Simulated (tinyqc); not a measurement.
## Electron continuity equation in a given potential, Scharfetter-Gummel discretisation: three discretisations compared

Steady state in one dimension: J = q mu n E + q D dn/dx with E = -dpsi/dx and D = mu Vt, dJ/dx = q (n/tau - G), fixed densities nL and nR at the ends. The potential is given, psi = U x/L, and is not changed by the electrons.

12 equal intervals. Fluxes J_i = (q D/h)(n_(i+1) P_i - n_i Q_i), d_i = (psi_(i+1) - psi_i)/Vt: Scharfetter-Gummel P = B(d), Q = B(-d), B(d) = d/(exp(d) - 1); central P = 1 - d/2, Q = 1 + d/2; upwind P = 1 + max(-d, 0), Q = 1 + max(d, 0). Balance at each inner node: J_i - J_(i-1) = q h (n_i/tau - G). The reference is Scharfetter-Gummel on 2400 intervals.

Parameters, values chosen for the exercise; mobility close to that of gallium arsenide at room temperature:
- T = 300 K (temperature)
- mu = 8090 cm^2/(V s) (electron mobility)
- L = 1.7 um (length of the region)
- nL = 3e12 cm^-3 (density at x = 0)
- nR = 5.2e13 cm^-3 (density at x = L)
- tau = 1.8e-10 s (lifetime)
- G = 7.8e21 cm^-3 s^-1 (uniform generation rate)
- U = 0.73 V (potential difference psi(L) - psi(0))

Constants: q = 1.602176634e-19 C, kB = 1.380649e-23 J/K, Vt = kB T/q. Results are converted to the units shown.

Densities (cm^-3):

| node | Scharfetter-Gummel | central | upwind | reference |
|---|---|---|---|---|
| 0 | 3.0000e12 | 3.0000e12 | 3.0000e12 | 3.0000e12 |
| 1 | 2.9964e12 | 2.9964e12 | 2.9965e12 | 2.9964e12 |
| 2 | 2.9928e12 | 2.9928e12 | 2.9930e12 | 2.9928e12 |
| 3 | 2.9892e12 | 2.9892e12 | 2.9901e12 | 2.9892e12 |
| 4 | 2.9856e12 | 2.9856e12 | 2.9886e12 | 2.9856e12 |
| 5 | 2.9821e12 | 2.9820e12 | 2.9922e12 | 2.9820e12 |
| 6 | 2.9785e12 | 2.9785e12 | 3.0125e12 | 2.9785e12 |
| 7 | 2.9753e12 | 2.9747e12 | 3.0893e12 | 2.9753e12 |
| 8 | 2.9753e12 | 2.9735e12 | 3.3558e12 | 2.9753e12 |
| 9 | 3.0097e12 | 2.9418e12 | 4.2599e12 | 3.0097e12 |
| 10 | 3.4056e12 | 3.2856e12 | 7.3065e12 | 3.4055e12 |
| 11 | 7.6127e12 | -1.0087e12 | 1.7554e13 | 7.6127e12 |
| 12 | 5.2000e13 | 5.2000e13 | 5.2000e13 | 5.2000e13 |

What does the comparison show, and why?

Largest errors as a share of the largest reference density listed: Scharfetter-Gummel 3.5e-5 %, central 17 %, upwind 19 %. The largest |d| is 2.35. Central differences give 1 negative value(s), since P or Q changes sign once |d| exceeds 2. Upwinding stays positive but acts as if D were larger by the factor 1 + |d|/2, up to 2.18 here.

Range of the model: The drift velocity mu E exceeds 1e7 cm/s somewhere, where real mobilities no longer stay constant.

Program tinyqc, `OMP_NUM_THREADS=1 python tinyqc.py 2220015 2220016 out.jsonl`; Intel Xeon 2.30GHz, shared host, one thread, about 0.01 s.
